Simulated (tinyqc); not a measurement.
# Planar ballistic transistor, top-of-the-barrier model: effects of single changes

At the top of the source barrier, states moving towards the drain are filled by the source (Fermi level 0) and states moving back by the drain (Fermi level -q Vd); nothing scatters. U is the shift of the band edge there, set by the capacitances CG, CD and CS (the total) and by the charge. Parabolic two-dimensional band; the source is grounded.

Parameters, values chosen for the exercise; mass and valleys close to those of germanium: temperature T = 200 K; effective mass m = 0.115 m0; valley degeneracy gv = 4; relative permittivity of the gate insulator eox = 3.9; insulator thickness tox = 1.3 nm; gate control CG/CS aG = 0.94; drain control CD/CS aD = 0.026; band edge at the barrier top above the source Fermi level at zero bias E0 = 0.21 eV.

Constants: q = 1.602176634e-19 C, kB = 1.380649e-23 J/K, hbar = 1.054571817e-34 J s, m0 = 9.1093837015e-31 kg, Vt = kB T/q, eps0 = 8.8541878128e-14 F/cm where lengths are in cm. Results are converted to the units shown.

Each table varies one quantity; the others keep the values above.

## Effect of the drain control CD/CS

N0 = gv m kB T/(pi hbar^2), CG = eps0 eox/tox, vT = sqrt(2 kB T/(pi m)), CS = CG/aG, n0 = n at U = 0 and Vd = 0. eta1 = -(E0 + U)/Vt, eta2 = eta1 - Vd/Vt, n = (N0/2)[F_0(eta1) + F_0(eta2)], F_0(x) = ln(1 + exp x). U = UL + q (n - n0)/CS with UL = -(aG Vg + aD Vd), energies in eV. I = q (N0/2) vT [F_(1/2)(eta1) - F_(1/2)(eta2)] per width, F_(1/2)(x) = (2/sqrt(pi)) int_0^infinity u^(1/2)/(1 + exp(u - x)) du. CQ = (q/Vt) dn/d(eta1). E0 is held fixed.

In this table Vg = 0.4 V, Vd = 0.4 V.

Result of one run:
```
aD	eta1	n (cm^-2)	I (uA/um)	mean velocity I/(q n) (cm/s)	CQ/CS
0.046	1.4873	2.8002e12	731.70	1.6309e7	4.4434
```

What becomes of these results when the drain control CD/CS aD is changed from 0.046 to 0.015, all else the same?

Result of the changed run:
```
aD	eta1	n (cm^-2)	I (uA/um)	mean velocity I/(q n) (cm/s)	CQ/CS
0.015	1.3538	2.6221e12	675.97	1.6090e7	4.3294
```

The whole series:
```
aD	eta1	n (cm^-2)	I (uA/um)	mean velocity I/(q n) (cm/s)	CQ/CS
0	1.2881	2.5363e12	649.55	1.5985e7	4.2699
0.008	1.3232	2.5820e12	663.60	1.6041e7	4.3020
0.015	1.3538	2.6221e12	675.97	1.6090e7	4.3294
0.023	1.3885	2.6680e12	690.21	1.6147e7	4.3599
0.031	1.4231	2.7139e12	704.54	1.6203e7	4.3897
0.039	1.4574	2.7599e12	718.98	1.6260e7	4.4186
0.046	1.4873	2.8002e12	731.70	1.6309e7	4.4434
0.054	1.5214	2.8463e12	746.33	1.6366e7	4.4709
```

As aD goes from 0 to 0.054, n rises from 2.54e12 to 2.85e12 cm^-2, the mean velocity rises from 1.60e7 to 1.64e7 cm/s and the current rises from 650 to 746 uA/um. CQ/CS goes from 4.3 to 4.5.

## Output curve

Same model as above.

CQ = (q/Vt) dn/d(eta1).

In this table Vg = 0.4 V.

Output curve:
```
Vd (V)	eta1	n (cm^-2)	I (uA/um)	mean velocity I/(q n) (cm/s)	CQ/CS
0.01	0.5395	2.768e12	140.5	3.167e6	6.109
0.025	0.8304	2.687e12	326.5	7.584e6	5.699
0.05	1.137	2.605e12	535.6	1.283e7	4.921
0.1	1.305	2.577e12	652.6	1.581e7	4.346
0.15	1.330	2.592e12	666.2	1.604e7	4.312
0.2	1.345	2.611e12	672.4	1.608e7	4.322
0.3	1.373	2.648e12	684.0	1.612e7	4.347
0.4	1.402	2.685e12	695.6	1.617e7	4.371
0.6	1.457	2.760e12	719.0	1.626e7	4.419
0.8	1.513	2.835e12	742.7	1.635e7	4.464
```

What does the table show?

The current rises from 140 to 743 uA/um; n goes from 2.77e12 through a minimum of 2.58e12 (at Vd = 0.1 V among the rows listed) to 2.83e12 cm^-2 and eta1 rises from 0.540 to 1.51. The resistance in the first row is 71.2 ohm um, though nothing scatters in the channel. The current passes 90 % of its last value at Vd = 0.2 V among the rows, where eta2 = -10; returning states are gone from Vd = 0.15 V on (eta2 < -7), and from there the drain control aD lifts eta1 from 1.33 to 1.51.

Program tinyqc, `OMP_NUM_THREADS=1 python tinyqc.py 2400029 2400030 out.jsonl`; Intel Xeon 2.30GHz, shared host, one thread, about 0.01 s.
